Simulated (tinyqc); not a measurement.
Changing the substrate thickness t: self-heating of a transistor with one or more fingers, with temperature-dependent conductivity. Computed by tinyqc, a small Python program. Command: `OMP_NUM_THREADS=1 python tinyqc.py 3003016 3003017 out.jsonl selfheat sweep`. One thread of a shared host (Intel(R) Xeon(R) Processor @ 2.30GHz), about 0.07 s of CPU time with the checks.

N long parallel fingers lie on the top face of a slab whose bottom is held at T_0; the top is otherwise insulated, and heat flows in two dimensions. P in W/mm is 1000 P in W/m.

Inputs (values chosen for the exercise, modelled on gallium oxide): conductivity at the base temperature kappa_0 = 21.2 W/(m K); exponent m in kappa ~ T^-m = 1.13; base temperature T_0 = 300 K; power per gate width P = 0.4 W/mm; fingers N = 1; finger pitch s = 18 micrometre; width of the heat source w = 1 micrometre.

Power: fixed power.

Method:
- A line source of power P on the top face raises the top at distance x by (P/(pi kappa_0)) g(x), g(x) = -ln tanh(pi x/(4 t)) (the image sum for the slab). On a strip of width w the centre sees the mean of g over the strip, g_0 = 1 + ln(8 t/(pi w)) for w much below t.
- theta_i = (P/(pi kappa_0)) [g_0 + sum over j != i of g(|i - j| s)], with equal powers and constant conductivity; thermal resistance = largest theta/P.
- Kirchhoff transformation for kappa = kappa_0 (T/T_0)^-m: T = T_0 [1 - (m - 1) theta/T_0]^(-1/(m - 1)), where theta is the linear rise.
- The bracket vanishes at the power P T_0/((m - 1) theta).

One run for each value:
```
substrate thickness t (micrometre)  thermal resistance (K mm/W)  true rise (K)  own factor g_0
10                                                        63.62         26.713          4.2373
17                                                        71.59         30.244          4.7679
28                                                        79.08         33.603          5.2669
46                                                        86.53         36.984          5.7634
77                                                        94.27         40.533          6.2785
130                                                      102.13         44.185          6.8022
220                                                      110.03         47.898          7.3283
360                                                      117.43         51.415          7.8208
600                                                      125.10         55.105          8.3316
```

Over the rows, thermal resistance (K mm/W) rises from 63.6 to 125 (exponent d ln y / d ln x 0.22 between the first rows and 0.12 between the last); true rise (K) rises from 26.7 to 55.1 (exponent d ln y / d ln x 0.23 between the first rows and 0.14 between the last); own factor g_0 rises from 4.24 to 8.33 (exponent d ln y / d ln x 0.22 between the first rows and 0.12 between the last). The own factor grows only as ln t, so thinning gains slowly.

Extremes, crossings and ranges named in words are read from the listed rows.
